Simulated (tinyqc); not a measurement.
What moves the results: free-carrier optics of a doped semiconductor (Drude model with one polar phonon). A value that a table varies takes the place of the one given here.

eps(E) = ei [1 - Ep^2/(E^2 + i E Gam)] + (es - ei) wT^2/(wT^2 - E^2 - i E gT), with Ep^2 = 8 pi c (e^2/(4 pi eps0)) N/(m ei), c = hbar^2/2m0, N in 1/angstrom^3 (1e-24 per 1/cm^3); Gam = hbar/tau, tau = mu m m0/e with m0/e = 5.685630e-12 kg/C and mu in m^2/(V s). Energies in meV.

n + i k = sqrt(eps1 + i eps2) with k >= 0; R = ((n - 1)^2 + k^2)/((n + 1)^2 + k^2) at normal incidence from vacuum; alpha = 2 E k/(hbar c), times 1e8 for 1/cm; loss function Im(-1/eps) = eps2/(eps1^2 + eps2^2).

Constants: hbar^2/2m0 = 3.80998211 eV angstrom^2; e^2/(4 pi eps0) = 14.39964547 eV angstrom; hbar = 6.58211957e-16 eV s; hbar c = 1973.269805 eV angstrom.

Parameters, chosen for this exercise (mass and dielectric values near those of InSb; N and mu are free inputs; interband absorption and the rise of the mass with filling are left out; not measured data):
```
symbol  value    unit        meaning
m       0.0134   m0          conductivity mass
ei      15.63                high-frequency dielectric constant
wT      22.2     meV         TO phonon
es      17.02                static dielectric constant
N       1.1e+17  1/cm^3      carrier density
mu      30000    cm^2/(V s)  mobility
gT      0.9      meV         phonon damping
E       52.1     meV         photon energy
```

## The coupled modes against doping

L-, L+ solve E^4 - (wL^2 + Ep^2) E^2 + Ep^2 wT^2 = 0, wL = wT sqrt(es/ei); damping left out; energies in meV.

Modes:
```
N (1/cm^3)      Ep     L-      L+  Ep sqrt(ei/es)
2.0e+15       3.63   3.47   23.19            3.48
8.0e+15       7.26   6.92   23.27            6.95
2.0e+16      11.47  10.86   23.46           11.00
5.0e+16      18.14  16.56   24.32           17.39
8.0e+16      22.95  19.48   26.15           21.99
2.0e+17      36.29  21.65   37.21           34.77
3.0e+17      44.44  21.88   45.09           42.59
8.0e+17      72.57  22.10   72.90           69.55
2.0e+18     114.75  22.16  114.94          109.96
```

wL = 23.17 meV

At low density L- follows Ep sqrt(ei/es) (3.47 against 3.48), a plasmon screened by the lattice, and L+ starts at wL. At the highest density L- has come within 0.04 meV of wT, since the carriers screen the field that lifts wL, and L+ is within 0.20 meV of Ep. The branches are closest, 6.66 meV, at 8e+16 1/cm^3 of those listed. The mass is held fixed, while in a real band it rises with filling.

## Reflectance across the plasma edge

Spectrum:
```
E (meV)     eps1    eps2      R  alpha (1/cm)
2.7      -709.31  774.72  0.952      8.12e+03
8.1      -135.92   54.48  0.940      9.75e+03
13.5      -41.57   12.76  0.916      8.92e+03
18.8      -10.82    5.38  0.783      6.45e+03
22.9      -20.83   12.60  0.811      1.10e+04
26.9       -2.77    1.96  0.594      4.79e+03
29.6        1.05    1.37  0.073      1.74e+03
33.6        4.60    0.90  0.138           714
40.4        8.13    0.51  0.232           367
53.8       11.45    0.21  0.296           173
80.7       13.78    0.06  0.331          69.8
134.6      14.97    0.01  0.347          24.0
```

Ep = 26.9 meV and Gam = 2.9 meV. R is 0.952 at the lowest energy and lowest, 0.073, at 29.6 meV of those listed; without damping and phonon it would vanish at Ep sqrt(ei/(ei - 1)) = 27.8 meV. At the highest energy R is 0.347, against 0.356 for ei alone. Between the last two rows alpha goes as E^-2.08, where the Drude limit far above Ep and Gam is E^-2. Inside the metallic range the phonon cuts a dip in R near L-, below wT = 22.2 meV, which the rows may miss.

## What moves the optical constants

At the energy E. Each row changes one parameter from the base and keeps the others.

Results:
```
case                   Ep (meV)  Gam (meV)       R  alpha (1/cm)
base                      26.91       2.88  0.2909           187
N = 1.65e+17 1/cm^3       32.96       2.88  0.2520           308
m = 0.0161 m0             24.55       2.40  0.3024           127
mu = 18000 cm^2/(V s)     26.91       4.80  0.2914           306
ei = 16.41                26.26       2.88  0.3066           176
E = 62.5 meV              26.91       2.88  0.3131           122
```

The largest shifts from the base row, up to three for each result and ties (the steps differ in size, so this ranks the rows, not the parameters). Ep (meV): N +6.05, m -2.36, ei -0.65; unchanged at the printed digits by mu and E. Gam (meV): mu +1.92, m -0.48; unchanged at the printed digits by N, ei and E. R: N -0.0389, E +0.0222, ei +0.0157. alpha (1/cm): N +121, mu +119, E -64.6.

(tinyqc, `OMP_NUM_THREADS=1 python tinyqc.py 1680018 1680019 out.jsonl`, Intel(R) Xeon(R) Processor @ 2.30GHz, 1 thread, shared host, about 0.01 s.)
